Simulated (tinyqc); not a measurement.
Octagonal on-chip spiral inductor, lumped pi model: two steps of the calculation.

Outer diameter do = di + 2 n wd + 2 (n - 1) sp, mean da = (do + di)/2, fill p = (do - di)/(do + di), length l = 3.314 n da. L = 2.25 mu0 n^2 da/(1 + 3.55 p), mu0 = 4 pi 1e-7 H/m. Rs = rho l/(wd delta (1 - exp(-th/delta))), delta = sqrt(rho/(pi f mu0)). Cs = n wd^2 eps0 eo/hu across the coil. At each end Cox = l wd eps0 eo/(2 ho) leads to the substrate branch Rsi = 2 rs he/(l wd) in parallel with Csi = l wd eps0 11.7/(2 he). With one end grounded Y = 1/(Rs + i w L) + i w Cs + 1/[1/(i w Cox) + 1/(1/Rsi + i w Csi)], w = 2 pi f; Q = -Im Y/Re Y. Eddy currents in neighbouring turns and in the substrate are left out.

Parameters, values chosen for the exercise; values of the order met in silicon radio-frequency processes: number of turns n = 3.5; line width wd = 10 um; space between turns sp = 2 um; inner diameter di = 100 um; metal thickness th = 3 um; metal resistivity rho = 1.9 uohm cm; oxide below the coil ho = 8 um; oxide between coil and underpass hu = 1 um; relative permittivity of the oxide eo = 3; substrate resistivity rs = 100 ohm cm; effective spreading depth in the substrate he = 30 um; frequency f = 1.8 GHz.

Constants: eps0 = 8.8541878128e-12 F/m. Results are converted to the units shown.

Question 1. Geometry and model elements. do, l, L, delta, Rs, Cs, Cox, Rsi and Csi as defined.

Wanted: do; l; L; delta; Rs; Cs; Cox; Rsi; Csi.

Answer 1.

do = 180.00 um
l = 1623.9 um
L = 2.4073 nH
delta = 1.6352 um
Rs = 2.2454 ohm
Cs = 9.2969 fF
Cox = 26.959 fF
Rsi = 3694.9 ohm
Csi = 28.037 fF

Question 2. Admittance, quality factor and apparent inductance. Series branch 1/(Rs + i w L), substrate branch, total Y, Q = -Im Y/Re Y, apparent inductance Im(1/Y)/w, metal-only value w L/Rs, share of the loss in the substrate Re(substrate branch)/Re Y.

L = 2.4073289 nH
Rs = 2.2453743 ohm
Cs = 9.2968972 fF
Cox = 26.958678 fF
Rsi = 3694.8998 ohm
Csi = 28.037025 fF

Give: series branch; substrate branch; Y; Q; apparent inductance; w L/Rs; share of the loss in the substrate.

Answer 2.

series branch = 3.01-36.48i mS
substrate branch = 0.0547+0.1792i mS
Y = 3.06-36.20i mS
Q = 11.82
apparent inductance = 2.425 nH
w L/Rs = 12.13
share of the loss in the substrate = 1.785 %

Q is 97.4 % of the metal-only value.

Computed by the program tinyqc: `OMP_NUM_THREADS=1 python tinyqc.py 2302092 2302093 out.jsonl`, one thread of a shared Intel Xeon 2.30GHz, about 0.01 s for the whole run.
